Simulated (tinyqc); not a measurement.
Segregation gettering against temperature: solubility, supersaturation, precipitation and gettering of an impurity in a silicon-like host. Computed by tinyqc, a small Python program. Command: `OMP_NUM_THREADS=1 python tinyqc.py 3011440 3011441 out.jsonl ripen sweep`. One thread of a shared host (Intel(R) Xeon(R) Processor @ 2.30GHz), about 0.01 s of CPU time with the checks.

The wafer was saturated at T1 and is then held at T.

Inputs (values chosen for the exercise, for a model impurity):

| quantity | value | unit |
|---|---|---|
| site density N0 | 5e+22 | 1/cm^3 |
| enthalpy of solution H | 3.1 | eV |
| entropy of solution S | 8.4 | k_B |
| diffusion prefactor D0 | 0.00099 | cm^2/s |
| migration energy Q | 0.725 | eV |
| temperature of saturation T1 | 1450 | K |
| impurity density in the precipitate C_p | 2.9e+22 | 1/cm^3 |
| interface energy gamma | 0.64 | J/m^2 |
| anneal time t | 7.1 | s |
| wafer thickness w | 625 | micrometre |
| segregation energy E_g | 0.5 | eV |
| segregation prefactor k_0 | 0.0036 | - |
| getter layer thickness t_g | 0.64 | micrometre |

Gettering: segregation gettering in a layer.

Constants: k_B = 8.617333262e-05 eV/K; k_B = 1.380649e-23 J/K.

Method. C_eq(T) = N0 exp(S/k_B - H/(k_B T)); D(T) = D0 exp(-Q/(k_B T)); C0 = C_eq(T1). Supersaturation s = C0/C_eq(T); critical radius r* = 2 gamma/(C_p k_B T ln s); barrier W* = (4 pi/3) gamma r*^2. Strain energy is left out. k = k_0 exp(E_g/(k_B T)); in equilibrium the bulk keeps C/C0 = 1/(1 + k t_g/w). For a strong sink on one face the slowest diffusion mode has tau_w = 4 w^2/(pi^2 D), and C/C0 is estimated as c_eq + (1 - c_eq)(8/pi^2) sum over odd m up to 99 of exp(-m^2 t/tau_w)/m^2. Precipitation is left out here.

One run for each value:

| anneal temperature T (K) | mean C/C0 at t | equilibrium C/C0 | tau_w (s) | segregation coefficient k |
|---|---|---|---|---|
| 725 | 0.99994 | 0.98910 | 1.7525e+05 | 10.765 |
| 807 | 0.99996 | 0.99514 | 5.3897e+04 | 4.774 |
| 888 | 0.99997 | 0.99747 | 2.0824e+04 | 2.478 |
| 970 | 0.99997 | 0.99854 | 9.3482e+03 | 1.426 |
| 1050 | 0.99997 | 0.99908 | 4.8276e+03 | 0.904 |
| 1130 | 0.99998 | 0.99937 | 2.7376e+03 | 0.611 |
| 1210 | 0.99998 | 0.99955 | 1.6734e+03 | 0.435 |
| 1300 | 0.99998 | 0.99968 | 1.0340e+03 | 0.312 |
| 1380 | 0.99998 | 0.99975 | 7.1055e+02 | 0.241 |

What does the table show, and why?

Over the rows, mean C/C0 at t rises from 0.999939 to 0.999982; equilibrium C/C0 rises from 0.9891 to 0.9998; tau_w (s) falls from 175000 to 711 (exponent d ln y / d ln x -11 between the first rows and -6.3 between the last). Cooling raises k but slows diffusion.

Caution (rows 725, 807, 888, 970, 1050, 1130): the barrier to homogeneous nucleation is below 35 k_B T for these inputs, so new precipitates would form and outnumber the fixed sinks assumed here. Caution (rows 725, 807, 888, 970): for so short a time the series is cut off too early to be exact.

Extremes, crossings and ranges named in words are read from the listed rows.
